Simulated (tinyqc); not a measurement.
Worked calculation: polytypes by hexagonality, and a cubic inclusion as a quantum well. Values are carried at full precision from step to step, so a last printed digit may differ when a step is redone from the rounded ones.

A layer is h if its two neighbours in the periodic sequence sit on the same site, k otherwise; the hexagonality h is the share of h layers.

Constants: hbar^2/2m0 = 3.80998211 eV angstrom^2.

Values chosen for the exercise (of the order of those of SiC; shifted at random, so the results belong to these values and not to a real crystal): E3 = 2.403 eV (gap of the cubic polytype); E2 = 3.345 eV (gap of 2H); Ev2 = 0.134 eV (valence top of 2H above that of 3C); P2 = -0.0357 C/m^2 (spontaneous polarisation of 2H); Es = 3.291 eV (gap at the hexagonality hs); hs = 0.5 (hexagonality up to which the first line holds); m = (0.334, 0.305) m0 (electron mass along c in the cubic layer and in the host); d = 2.526 angstrom (thickness of a double layer); eps = 10.2 (dielectric constant); N = 3 (double layers in the cubic inclusion).

## Hexagonality

Stacking sequences:
```
polytype         sequence
15R       ABCACBCABACABCB
10H            ABCABCBACB
6H                 ABCACB
8H               ABCABACB
9R              ABCBCACAB
```

Give the h/k string and h of each.

Hexagonality:
```
polytype       h/k string       h
15R       hkkhkhkkhkhkkhk  0.4000
10H            hkkkkhkkkk  0.2000
6H                 hkkhkk  0.3333
8H               hkkkhkkk  0.2500
9R              hkhhkhhkh  0.6667
```

## Gaps and band edges

Gap: E3 + (Es - E3) h/hs for h up to hs, then linear from Es to E2 at h = 1. Valence top Ev2 h and polarisation P2 h, both counted from 3C; Ec = Ev + gap.

Evaluate for each polytype.

Results:
```
polytype  gap (eV)  Ev (eV)  Ec (eV)  P (C/m^2)
15R         3.1134   0.0536   3.1670   -0.01428
10H         2.7582   0.0268   2.7850   -0.00714
6H          2.9950   0.0447   3.0397   -0.01190
8H          2.8470   0.0335   2.8805   -0.00893
9R          3.3090   0.0893   3.3983   -0.02380
```

The widest gap is that of 9R, the narrowest that of 10H. Ev and Ec both rise with h, so 3C collects electrons and the more hexagonal side holes: a staggered line-up.

## The bound level without the field

A cubic inclusion of width L = N d in the host (h = 0.4) is a well of depth V = Ec(host) - Ec(3C). Square well with mass mismatch: k tan(k L/2) = (m_w/m_b) q, k = sqrt(m_w E/c), q = sqrt(m_b (V - E)/c), c = hbar^2/2m0, lowest root. The depth of the level, V - E, is its binding, and the transition to the valence top of the host is gap(host) - (V - E). The step in polarisation gives a field |F| = |P|/(eps eps0) in a thin inclusion, eps0 = 8.8541878e-12 F/m.

Give V, L, the level E, its depth below the host conduction edge and the transition to the valence top of the host, gap(host) - (V - E).

V = 0.7640 eV
L = 7.578 angstrom
E above the bottom = 0.4343 eV
depth below the host edge = 0.3297 eV
transition = 2.7837 eV

The level keeps 43 % of the well depth. The transition lies above the gap of 3C itself (2.403 eV). At a few layers the effective-mass picture is only a guide.

## The polarisation field

Give |F|, the drop |F| L, the bound charge |P|/e per cm^2 (e = 1.602176634e-19 C), and, as a first estimate, the shift -|F| L/2 of the transition for an electron centred in the layer and a hole in the host on the high side.

|F| = 1.581 MV/cm
drop = 119.8 meV
bound charge = 8.91e+12 cm^-2
estimated shift = -59.9 meV

The drop is 16 % of the well depth. The host edge on the low side sinks by 60 meV against the centre, less than the 330 meV by which the flat well binds.

## Checks

- Square-well root against finite differences on a grid of 0.5 angstrom (eV): 0.434 against 0.435.

Computed by tinyqc, a small Python program: `OMP_NUM_THREADS=1 python tinyqc.py 1880415 1880416 out.jsonl` (the numbers bound the seed that draws the inputs); one thread of a shared host (Intel(R) Xeon(R) Processor @ 2.30GHz), about 0.03 s for the whole set of steps.
